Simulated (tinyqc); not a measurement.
Convergence with the mesh: density of states of one tight-binding band on the triangular lattice.

E(k) = -2 t (cos 2 pi k1 + cos 2 pi k2 + cos 2 pi (k1 + k2)); k in fractions of the reciprocal vectors, mesh k_i = j/N with j = 0 .. N-1. Densities are per cell and per spin, so the band holds one state.

Each cell of the mesh is cut along (i+1, j)-(i, j+1) into two triangles. For corner energies e1 <= e2 <= e3 and eij = ei - ej, the share of the triangle below E is n = (E - e1)^2/(e21 e31) for e1 < E < e2 and n = 1 - (e3 - E)^2/(e31 e32) for e2 < E < e3; its density of states is g = dn/dE.

Gaussian broadening: g(E) = mean over the mesh of exp(-(E - E_k)^2/(2 sigma^2))/(sigma sqrt(2 pi)), n(E) = mean of erfc((E_k - E)/(sigma sqrt 2))/2.

Inputs chosen for the exercise:

| symbol | value | unit | meaning |
|---|---|---|---|
| t | 0.91 | eV | nearest hopping |
| E | -4.28 | eV | energy at which the density is wanted |
| sigma | 0.182 | eV | Gaussian width |

At the energy E; the plain count is the share of mesh points below E; the reference is the linear method with N = 240.

Results:

| N | points | g linear | n linear | g Gaussian | n Gaussian | n plain count |
|---|---|---|---|---|---|---|
| 4 | 16 | 0.0334 | 0.0197 | 0.0000 | 0.0625 | 0.0625 |
| 6 | 36 | 0.0594 | 0.0350 | 0.0008 | 0.0278 | 0.0278 |
| 8 | 64 | 0.0528 | 0.0528 | 0.1690 | 0.0845 | 0.1094 |
| 12 | 144 | 0.0585 | 0.0569 | 0.0449 | 0.0534 | 0.0486 |
| 16 | 256 | 0.0553 | 0.0600 | 0.0491 | 0.0675 | 0.0742 |
| 24 | 576 | 0.0567 | 0.0616 | 0.0472 | 0.0628 | 0.0642 |
| 48 | 2304 | 0.0565 | 0.0628 | 0.0567 | 0.0632 | 0.0655 |

reference n and g: 0.0631  0.0567

What does the comparison show?

The linear n(E) stays within 0.002 of the reference from N = 24 on. The Gaussian g still moves by more than 1 % between the last two meshes. At the last mesh it lies 0.000 1/eV from the reference g and the linear g 0.000. The plain count errs by +0.0025 at the last mesh.

(tinyqc, `OMP_NUM_THREADS=1 python tinyqc.py 1682570 1682571 out.jsonl`, Intel(R) Xeon(R) Processor @ 2.30GHz, 1 thread, shared host, about 0.09 s.)
